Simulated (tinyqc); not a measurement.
Etch lag against aspect ratio: ion-assisted plasma etching: sheath, surface coverage, synergy and aspect-ratio dependence. Computed by tinyqc, a small Python program. Command: `OMP_NUM_THREADS=1 python tinyqc.py 3010543 3010544 out.jsonl etch walk`. One thread of a shared host (Intel(R) Xeon(R) Processor @ 2.30GHz), about 0.06 s of CPU time with the checks.

Radicals adsorb on bare sites; ions remove covered sites with a high yield and bare sites by sputtering; a slow spontaneous reaction acts everywhere, walls included.

Inputs (values chosen for the exercise, close to those used for silicon in a halogen plasma):
```
quantity                                value       unit
plasma density n_e                    3.2e+10     1/cm^3
electron temperature T_e                  4.2         eV
ion mass M_i                               80          u
sheath voltage V                          350          V
radical density n                     2.6e+12     1/cm^3
radical mass M_n                           80          u
gas temperature T_g                       300          K
sticking coefficient s                   0.24          -
radicals per removed unit x                 3          -
yield slope b                            0.37  eV^(-1/2)
threshold E_th                             25         eV
sputter slope b_p                       0.025  eV^(-1/2)
sputter threshold E_p                      39         eV
spontaneous reaction probability k_c  0.00024          -
solid density N                         5e+22     1/cm^3
ion temperature T_i                      0.59         eV
```

Feature: long trench.

Constants: e = 1.602176634e-19 C; u = 1.6605390666e-27 kg; k_B = 1.380649e-23 J/K; eps_0 = 8.8541878128e-12 F/m.

Method:
- Bohm speed u_B = sqrt(e T_e/M_i); ion flux G_i = 0.61 n_e u_B; radical flux G_n = n c/4 with c = sqrt(8 k_B T_g/(pi M_n)).
- Debye length lambda_D = sqrt(eps_0 T_e/(e n_s)) with n_s = 0.61 n_e, T_e in volts; Child-law sheath d = (sqrt2/3) lambda_D (2 V/T_e)^(3/4); ion energy E = V + T_e/2; angular spread = arctan(sqrt(T_i/E)).
- Yields: Y = b (sqrt(E) - sqrt(E_th)) on covered sites, Y_p = b_p (sqrt(E) - sqrt(E_p)) on bare ones (zero below threshold).
- Steady coverage: s G_n (1 - theta) = x Y G_i theta; removal flux = Y G_i theta + Y_p G_i (1 - theta) + k_c G_n; rate = flux/N, 1 cm/s = 6e8 nm/min.
- Lateral rate = k_c G_n/N; anisotropy = 1 - lateral/vertical; synergy = vertical/(ions alone + radicals alone), with ions alone Y_p G_i/N and radicals alone the lateral rate.
- Transmission of a long trench, rough form: K = (1 + ln(1 + A))/(1 + A + ln(1 + A)), walls that scatter diffusely without loss. With a loss probability S = s (1 - theta) at the floor, G_b/G_n = K/(K + S - K S); theta follows G_b, and the two are solved together. Ions are taken to reach the floor unshadowed; G_b replaces G_n in every term of the rate; A is depth over width.

yield Y = 5.09280

sputter yield Y_p = 0.312983

ion flux G_i = 4.39329e+15 1/(cm^2 s)

radical flux G_n = 1.83154e+16 1/(cm^2 s)

vertical rate = 32.0410 nm/min

coverage theta = 0.0614626

Floor of the feature:
```
A            K  G_b/G_n     theta  rate (nm/min)  relative rate
0.5    0.73760  0.92550  0.057145         30.949        0.96592
1.0    0.62869  0.88183  0.054596         30.304        0.94580
2.0    0.51203  0.82166  0.051061         29.411        0.91790
5.0    0.35830  0.70883  0.044361         27.716        0.86502
10.0   0.25361  0.59530  0.037522         25.987        0.81105
20.0   0.16821  0.46474  0.029536         23.968        0.74803
50.0   0.08978  0.29524  0.018968         21.296        0.66464
100.0  0.05317  0.19153  0.012387         19.632        0.61271
```

K falls by a factor 13.9 over the rows and the rate by 1.58. Among these rows the rate stays within 10 % of the open-field value up to A = 2, with an open-field coverage below one half; sputtering, which needs no radicals, carries much of the rate in the last rows. Caution: a sheath of several millimetres is collisional at usual pressures, which lowers the ion energy and widens the angles. Caution: rows with A above about 1/(2 tan(ion spread)) or 1/sqrt(k_c), often 10 to 30, are formal: ion shadowing, radical loss on the walls, redeposition of sputtered material and, in fluorocarbon plasmas, polymer growth are left out and add to the lag.
